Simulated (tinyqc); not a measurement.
# Changing the length of a cut fin or stripe

Model: stress in a transistor channel from embedded alloy regions, liners and fins, by half-space elasticity. Computed by tinyqc, a small Python program. Command: `OMP_NUM_THREADS=1 python tinyqc.py 3013662 3013663 out.jsonl stressor sweep`. One thread of a shared host (Intel(R) Xeon(R) Processor @ 2.30GHz), about 0.06 s of CPU time with the checks.

Plane strain in an isotropic half-space, the same constants everywhere; x along the channel from its centre, y downwards from the free surface; stress is positive in tension.

Inputs (values chosen for the exercise, modelled on silicon): height of the strained layer h = 22 nm.

Method. Shear-lag estimate for a stripe of length l and height h on a like substrate: the stress along it is s(x)/s_film = 1 - cosh(x/lam)/cosh(l/(2 lam)), lam = (pi/2) g h with g = 1.258; mean = 1 - (2 lam/l) tanh(l/(2 lam)).

One run for each value:
```
length of a cut fin or stripe (nm)  share kept at the centre  share kept on average
22                                                   0.03118                0.02081
37                                                   0.08418                0.05629
61                                                   0.20406                0.13713
100                                                  0.42449                0.28895
170                                                  0.72249                0.50864
280                                                  0.92025                0.69047
790                                                  0.99977                0.88994
1300                                                 1.00000                0.93312
```

Give the missing row, length of a cut fin or stripe (nm) = 470.

Computed row:
```
length of a cut fin or stripe (nm)  share kept at the centre  share kept on average
470                                                  0.99102                0.81501
```

Interpolating between the two neighbouring rows (the first column on a logarithmic scale, the others too where they are positive) misses most in share kept on average, by 3.8 %. Over the rows, share kept at the centre rises from 0.0312 to 1.000 (exponent d ln y / d ln x 1.9 between the first rows and 4.5e-4 between the last); share kept on average rises from 0.0208 to 0.933 (exponent d ln y / d ln x 1.9 between the first rows and 0.095 between the last).

Caution (rows 470, 790, 1300): far from the ends the true relaxation falls as h/x, more slowly than the exponential of the shear-lag model.
